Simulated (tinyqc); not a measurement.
How errors in the targets pass to the parameters: fitting sp3s* parameters to three gaps by Newton steps.

J:
```
            Vss    Vsapc     Vpaxc
Gamma  -0.91612  0.00000   0.00000
X       0.00000  0.49832   0.00000
L      -0.24349  0.31329  -0.12852
```

The gaps at Gamma, X and L of an sp3s* model are fitted with Vss, Vsapc and Vpaxc; J holds the derivatives of the gaps by these parameters at the start. The change of each parameter for +10 meV on one target is 10 J^-1, in meV.

Shifts (meV):
```
target raised    Vss  Vsapc  Vpaxc
Gamma          -10.9    0.0   20.7
X                0.0   20.1   48.9
L                0.0    0.0  -77.8
```

root sum of squares (meV): Vss 10.9, Vsapc 20.1, Vpaxc 94.2

Independent errors of 10 meV leave Vpaxc least certain (94 meV) and Vss best fixed (10.9 meV). The largest single entry, 78 meV, comes from the target at L.

(tinyqc, `OMP_NUM_THREADS=1 python tinyqc.py 1450964 1450965 out.jsonl`, Intel(R) Xeon(R) Processor @ 2.30GHz, 1 thread, shared host, about 0.2 s.)
